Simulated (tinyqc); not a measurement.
Changing the energy relaxation time tau_E: velocity overshoot from momentum and energy balance equations after a field step. Computed by tinyqc, a small Python program. Command: `OMP_NUM_THREADS=1 python tinyqc.py 3020292 3020293 out.jsonl overshoot sweep`. One thread of a shared host (Intel(R) Xeon(R) Processor @ 2.30GHz), about 0.03 s of CPU time with the checks.

At t = 0 the field jumps from 0 to F in a uniform sample. v is the drift velocity and u = w - (3/2) k_B T the excess energy per carrier.

Inputs (values chosen for the exercise, modelled on electrons in germanium except for tau_E):
```
quantity                 value        unit
effective mass m          0.12         m_0
low-field mobility mu_0   3500  cm^2/(V s)
saturation velocity v_s   0.67    1e7 cm/s
field after the step F     3.4       kV/cm
lattice temperature T      300           K
time step dt                12          fs
```

Scheme: explicit Euler.

Constants: m_0 = 9.1093837015e-31 kg; e = 1.602176634e-19 C; k_B = 8.617333262e-05 eV/K.

Method:
- dv/dt = e F/m - v/tau_m(u), du/dt = e F v - u/tau_E, tau_m(u) = tau_0/(1 + c u), tau_0 = m mu_0/e, c = mu_0/(e tau_E v_s^2); this choice gives the steady state v (1 + mu_0 F v/v_s^2) = mu_0 F, which saturates at v_s. Steady velocity v = 2 mu_0 F/(1 + sqrt(1 + 4 (mu_0 F/v_s)^2)); u = e F v tau_E; carrier temperature T + 2u/(3 k_B), neglecting the drift energy m v^2/2.
- Step: v_new = v + dt (e F/m - v/tau_m(u)), u_new = u + dt (e F v - u/tau_E). Start v = u = 0; the distance adds dt (v + v_new)/2.
- Run to 8 times the larger of tau_E and tau_0, but at most 20001 steps, and stop early if |v| > 1000 v_s or u < -1/(2c); the run is accepted if the last v is within 0.5 % of the steady value.

One run for each value; columns: (1) energy relaxation time tau_E (ps); (2) peak over steady velocity; (3) time of the peak (fs); (4) distance at the peak (nm); (5) steady carrier temperature (K):
```
(1)     (2)  (3)    (4)    (5)
0.10  1.101  240   9.39  313.3
0.15  1.170  252  10.39  320.0
0.24  1.261  264  11.50  332.0
0.36  1.348  300  14.26  348.0
0.55  1.445  324  16.40  373.4
0.85  1.547  372  20.57  413.5
1.30  1.647  408  24.06  473.5
2.00  1.746  456  28.80  566.9
```

Over the rows, peak over steady velocity rises from 1.10 to 1.75 (exponent d ln y / d ln x 0.15 between the first rows and 0.14 between the last); time of the peak (fs) rises from 240 to 456 (exponent d ln y / d ln x 0.12 between the first rows and 0.26 between the last); distance at the peak (nm) rises from 9.39 to 28.8 (exponent d ln y / d ln x 0.25 between the first rows and 0.42 between the last). The steady velocity is the same in every row; a longer tau_E delays the heating and so lets v climb further towards mu_0 F.

Extremes, crossings and ranges named in words are read from the listed rows.
